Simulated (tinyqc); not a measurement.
Inside a calculation. Method: coupled-perturbed Hartree-Fock on RHF in the sto-6g basis, for H6, spin multiplicity 1. One step of it, computed by the program tinyqc.

Question. Coupled step 2. U_ai = -(mu_ai + sum_bj [4 (ai|bj) - (ab|ij) - (aj|bi)] U_bj) / (e_a - e_i); alpha = -4 sum U_ai mu_ai.

U after step 1, order a4, a5, a6:
$$\begin{pmatrix}
0.055267 & 0.000000 & -2.676570 \\
0.000000 & -0.509046 & 0.000000 \\
0.118632 & 0.000000 & -0.043023
\end{pmatrix}$$

dipole integrals <a|z|i> (bohr), order a4, a5, a6:
$$\begin{pmatrix}
-0.071331 & 0.000000 & 1.830935 \\
0.000000 & 0.514634 & 0.000000 \\
-0.171860 & 0.000000 & 0.080481
\end{pmatrix}$$

orbital energies (hartree): MO1 -0.755696, MO2 -0.613738, MO3 -0.408957, MO4 0.400651, MO5 0.844106, MO6 1.423274

Two-electron integrals over orbitals (pq|rs), unique and non-zero (hartree):
```
(11|11) 0.457670    (21|21) 0.131868    (22|11) 0.366804    (22|22) 0.412078
(31|11) 0.086347    (31|22) -0.039197   (31|31) 0.116777    (32|21) -0.117950
(32|32) 0.141924    (33|11) 0.410580    (33|22) 0.379577    (33|31) 0.035487
(33|33) 0.413432    (41|21) -0.046034   (41|32) -0.006613   (41|41) 0.080172
(42|11) -0.074185   (42|22) -0.006904   (42|31) -0.057481   (42|33) -0.013689
(42|42) 0.080405    (43|21) -0.075355   (43|32) 0.077702    (43|41) 0.012660
(43|43) 0.089040    (44|11) 0.413712    (44|22) 0.382517    (44|31) 0.032911
(44|33) 0.403011    (44|42) -0.027136   (44|44) 0.420566    (51|11) 0.006633
(51|22) 0.033735    (51|31) -0.029904   (51|33) -0.012513   (51|42) -0.032443
(51|44) 0.001026    (51|51) 0.050725    (52|21) 0.034459    (52|32) 0.000160
(52|41) -0.054923   (52|43) 0.033398    (52|52) 0.084211    (53|11) -0.081839
(53|22) -0.011402   (53|31) -0.062904   (53|33) -0.029960   (53|42) 0.074323
(53|44) -0.025489   (53|51) -0.023334   (53|53) 0.081444    (54|21) -0.121506
(54|32) 0.134579    (54|41) 0.006982    (54|43) 0.078910    (54|52) -0.005873
(54|54) 0.146672    (55|11) 0.389774    (55|22) 0.419333    (55|31) -0.023763
(55|33) 0.397248    (55|42) -0.016218   (55|44) 0.407983    (55|51) 0.032936
(55|53) -0.019740   (55|55) 0.450863    (61|21) 0.002112    (61|32) 0.019611
(61|41) -0.029678   (61|43) -0.041936   (61|52) -0.028192   (61|54) 0.016079
(61|61) 0.065418    (62|11) -0.011283   (62|22) -0.037607   (62|31) 0.027280
(62|33) 0.000490    (62|42) 0.027070    (62|44) 0.001748    (62|51) -0.044498
(62|53) 0.028690    (62|55) -0.037216   (62|62) 0.047301    (63|21) 0.048491
(63|32) -0.002983   (63|41) -0.074466   (63|43) -0.016012   (63|52) 0.053987
(63|54) -0.004272   (63|61) 0.029205    (63|63) 0.081094    (64|11) -0.088956
(64|22) 0.030260    (64|31) -0.111017   (64|33) -0.038419   (64|42) 0.059120
(64|44) -0.038549   (64|51) 0.026636    (64|53) 0.063285    (64|55) 0.027251
(64|62) -0.026995   (64|64) 0.121741    (65|21) -0.134287   (65|32) 0.122694
(65|41) 0.047097    (65|43) 0.079805    (65|52) -0.036488   (65|54) 0.131071
(65|61) -0.002985   (65|63) -0.054858   (65|65) 0.154299    (66|11) 0.495528
(66|22) 0.396819    (66|31) 0.096575    (66|33) 0.449026    (66|42) -0.084218
(66|44) 0.458380    (66|51) 0.007310    (66|53) -0.095860   (66|55) 0.435030
(66|62) -0.013824   (66|64) -0.107775   (66|66) 0.574487
```

Give: U after step 2; polarisability.

Answer.

U after step 2, order a4, a5, a6:
$$\begin{pmatrix}
0.0474 & 0.0000 & -2.7616 \\
0.0000 & -0.5505 & 0.0000 \\
0.1322 & 0.0000 & -0.0399
\end{pmatrix}$$

polarisability = 21.4754 bohr^3
